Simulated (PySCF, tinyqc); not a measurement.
CCSD on RHF in the sto-3g basis, for H3-, spin multiplicity 1, step by step. The basis has no diffuse functions, so it cannot describe the extra electron: this is an exercise in the method, not the real anion. The lowest restricted solution is unstable here: a spin-polarised one lies 0.0549 hartree lower (PySCF). One step of it, computed by the program tinyqc.

Task: Iteration 6 (converged): orbitals. Diagonalise F' = X^T F X, C = X C', fill 2 alpha and 2 beta electrons from the bottom; D = 2 C_occ C_occ^T. Each column has its largest component positive (the first on a tie).

converged F (hartree), lower triangle:
```
           1H 1s      2H 1s     3H 1s
1H 1s   0.149804
2H 1s  -0.224073   0.195525
3H 1s  -0.182051  -0.036569  0.240151
```

X, lower triangle:
```
           1H 1s      2H 1s     3H 1s
1H 1s   1.085644
2H 1s  -0.183610   1.065351
3H 1s  -0.147380  -0.085719  1.049248
```

Give: F' = X^T F X; orbital energies; coefficients C; D after iteration 6.

Result:

F' = X^T F X (hartree), lower triangle:
```
         1        2       3
1   0.3340
2  -0.3146   0.3173
3  -0.2480  -0.0121  0.3263
```

orbital energies (hartree): MO1 -0.0793, MO2 0.3347, MO3 0.7223

coefficients C:
```
          MO1      MO2      MO3
1H 1s  0.5866   0.0021   0.9434
2H 1s  0.4368  -0.7275  -0.6752
3H 1s  0.3132   0.8765  -0.5134
```

D after iteration 6, lower triangle:
```
        1H 1s    2H 1s   3H 1s
1H 1s  0.6881
2H 1s  0.5094   1.4402
3H 1s  0.3710  -1.0018  1.7327
```
